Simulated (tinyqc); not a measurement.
Pillar capacitor in an array: capacitance, non-linearity, leakage and relaxation: one step of the calculation.

A film between two metal electrodes, each interface adding a series capacitance ci. The small-signal permittivity is ek (1 + aq E^2); the field is found with the linear permittivity. Leakage J = J0 sinh(E/Ef). After a voltage step the film passes a relaxation current kr C V tt^(-nr), tt being the time in seconds. The sidewall is a coaxial capacitor with radii a = dm/2 and b = dm/2 + t, depth AR dm; the end face is left out.

Problem. Cell capacitance, fields and time constant. Per length 1/c = ln(b/a)/(2 pi eps0 ek) + (1/a + 1/b)/(2 pi ci); cell capacitance c AR dm; per footprint over pt^2; fields c V/(2 pi eps0 ek r) at r = a and b; resistance of the inner electrode rho AR dm/(pi a^2); time constant R C/3 of the distributed line.

Parameters, values chosen for the exercise; permittivity of the order of that of tantalum oxide:

| symbol | value | unit | meaning |
|---|---|---|---|
| ek | 25 |  | relative permittivity of the film |
| t | 15 | nm | film thickness |
| ci | 1000 | uF/cm^2 | capacitance of each electrode interface (dead layer and screening) |
| V | 2.4 | V | bias |
| dm | 120 | nm | diameter of the pillar |
| AR | 10 |  | aspect ratio, depth over diameter |
| pt | 210 | nm | pitch of the square array |
| rho | 790 | uohm cm | resistivity of the inner electrode |

Constants: eps0 = 8.8541878128e-14 F/cm where lengths are in cm. Results are converted to the units shown.

Find: a; b; cell capacitance; capacitance per footprint; field at a; field at b; R; R C/3.

Solution.

a = 60.00 nm
b = 75.00 nm
cell capacitance = 7.457 fF
capacitance per footprint = 16.91 uF/cm^2
field at a = 1.787 MV/cm
field at b = 1.430 MV/cm
R = 0.8382 kohm
R C/3 = 2.084 ps

The array gives 11.5 times the planar capacitance per footprint; curvature makes the field at the inner electrode 1.12 times the planar value.

Computed by the program tinyqc: `OMP_NUM_THREADS=1 python tinyqc.py 2102168 2102169 out.jsonl`, one thread of a shared Intel Xeon 2.30GHz, about 0.01 s for the whole run.
